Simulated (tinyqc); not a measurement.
Inputs raised by 5 %, one at a time: Born-von Karman spring model of a cubic crystal with one atom per cell. Computed by tinyqc, a small Python program. Command: `OMP_NUM_THREADS=1 python tinyqc.py 3027643 3027644 out.jsonl springs sens`. One thread of a shared host (Intel(R) Xeon(R) Processor @ 2.30GHz), about 0.2 s of CPU time with the checks.

First neighbours lie at a/2 (1,1,1) (8 of them), second at a (1,0,0) (6), with all permutations and signs; the volume per atom is Omega = a^3/2.

Inputs (values chosen for the exercise, for a model crystal): lattice constant a = 3.65 angstrom; atomic mass M = 91 u; radial spring k1L = 0.503 eV/angstrom^2; transverse spring k1T = 0 eV/angstrom^2; radial spring k2L = 0.35 eV/angstrom^2; transverse spring k2T = 0 eV/angstrom^2; mesh divisions n = 6; temperature T = 600 K.

Lattice: bcc.

Constants: 1 eV/angstrom^3 = 160.2176634 GPa; nu for 1 eV/(angstrom^2 u) = 15.6333042 THz; h x 1 THz = 4.135667696 meV; k_B = 8.617333262e-05 eV/K; hbar^2/u = 4.18015928e-03 eV angstrom^2.

Method:
- [ij,kl] = (1/(2 Omega)) sum_R K_ij R_k R_l; C11 = [xx,xx], C44 = [xx,yy], C12 = 2 [xy,xy] - C44; B = (C11 + 2 C12)/3; Zener ratio A = 2 C44/(C11 - C12). K(R) = kL n n^T + kT (1 - n n^T).
- A neighbour at R with unit vector n couples by the matrix K(R) = kL n n^T + kT (1 - n n^T), and D(q) = (1/M) sum_R K(R) [1 - cos(q.R)].
- An eigenvalue lambda of D in eV/(angstrom^2 u) gives nu = 15.6333042 THz x sqrt(lambda).
- Mesh: q = sum_i (m_i + 1/2)/n b_i, m_i = 0..n-1, with b = [[0, 1, 1], [1, 0, 1], [1, 1, 0]] in 2 pi/a; sums are averages over the n^3 points, per atom.
- With x = h nu/(k_B T) and n = 1/(exp(x) - 1) for each mode: F = k_B T [x/2 + ln(1 - exp(-x))], U = k_B T x (n + 1/2), S/k_B = x n - ln(1 - exp(-x)), C/k_B = x^2 n (n + 1).
- <u_x^2> = (1/3) sum over modes of hbar^2/(2 M h nu) coth(x/2); zero-point energy = sum h nu/2. <u_x^2> converges slowly with the mesh, from below, with an error of order 1/n.

Runs:
```
input moved                         from       to  C11 (GPa)  C44 (GPa)  entropy S (k_B/atom)  zero-point energy (meV/atom)
base run                               -        -     45.446     14.720                8.2404                        14.073
lattice constant a (angstrom)       3.65   3.8325     43.282     14.019                8.2404                        14.073
atomic mass M (u)                     91    95.55     45.446     14.720                8.3134                        13.734
radial spring k1L (eV/angstrom^2)  0.503  0.52815     46.182     15.456                8.1936                        14.299
radial spring k2L (eV/angstrom^2)   0.35   0.3675     46.983     14.720                8.2138                        14.196
temperature T (K)                    600      630     45.446     14.720                8.3864                        14.073
```

Exponents ln(y'/y) / ln(x'/x):
```
input                  C11  C44  entropy S  zero-point energy
lattice constant a  -1.000   -1      0.000              0.000
atomic mass M        0.000    0      0.181             -0.500
radial spring k1L    0.329    1     -0.117              0.326
radial spring k2L    0.681    0     -0.066              0.179
temperature T        0.000    0      0.360              0.000
```

Among the inputs moved here: C11 answers most in size to lattice constant a (exponent -1.000), next to radial spring k2L (+0.681); its exponent is below 0.0005 for atomic mass M, temperature T. Its exponent -1.000 in lattice constant a: at fixed springs C scales as k/a. C44 answers most in size to lattice constant a (exponent -1.000), and about equally to radial spring k1L (+1.000); its exponent is below 0.0005 for atomic mass M, radial spring k2L, temperature T. Its exponent -1.000 in lattice constant a: at fixed springs C scales as k/a. Entropy S answers most in size to temperature T (exponent +0.360), next to atomic mass M (+0.181); its exponent is below 0.0005 for lattice constant a. Zero-point energy answers most in size to atomic mass M (exponent -0.500), next to radial spring k1L (+0.326); its exponent is below 0.0005 for lattice constant a, temperature T. Its exponent -0.500 in atomic mass M: frequencies scale as M^(-1/2).
